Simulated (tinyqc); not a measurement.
Worked calculation: Hueckel theory of the pi electrons with the omega technique, for the molecule [CH2]c1ccccn1 (SMILES; centres numbered as the heavy atoms are written). One step of it, computed by the program tinyqc.

Task: Omega technique, round 2. h_r = h_r(0) + omega q_r, omega = 1, with q_r = z_r - P_rr; 0.3 of the old diagonal is kept.

Hueckel matrix in units of beta (H = alpha + beta A), lower triangle:
```
          1C        2C        3C        4C        5C        6C        7N
1C  0.000000
2C  1.000000  0.000000
3C  0.000000  1.000000  0.000000
4C  0.000000  0.000000  1.000000  0.000000
5C  0.000000  0.000000  0.000000  1.000000  0.000000
6C  0.000000  0.000000  0.000000  0.000000  1.000000  0.000000
7N  0.000000  1.000000  0.000000  0.000000  0.000000  1.000000  0.500000
```

charge and bond-order matrix P, lower triangle:
```
           1C         2C         3C         4C         5C        6C        7N
1C   0.980044
2C   0.636622   0.978851
3C   0.027135   0.522905   0.976973
4C  -0.113551   0.020342   0.704485   0.981210
5C  -0.006598  -0.223338   0.019050   0.633616   0.983226
6C  -0.109938  -0.039301  -0.293884   0.036752   0.637565  0.960220
7N  -0.028337   0.517737  -0.008125  -0.291331  -0.026264  0.696662  1.139475
```

Centres:
```
centre  z_r, pi electrons of the neutral centre         h
1C                                            1  0.000000
2C                                            1  0.000000
3C                                            1  0.000000
4C                                            1  0.000000
5C                                            1  0.000000
6C                                            1  0.000000
7N                                            1  0.500000
```

Give: matrix after round 2.

Result:

matrix after round 2, lower triangle:
```
        1C      2C      3C      4C      5C      6C      7N
1C  0.0213
2C  1.0000  0.0222
3C  0.0000  1.0000  0.0217
4C  0.0000  0.0000  1.0000  0.0210
5C  0.0000  0.0000  0.0000  1.0000  0.0122
6C  0.0000  0.0000  0.0000  0.0000  1.0000  0.0471
7N  0.0000  1.0000  0.0000  0.0000  0.0000  1.0000  0.3545
```
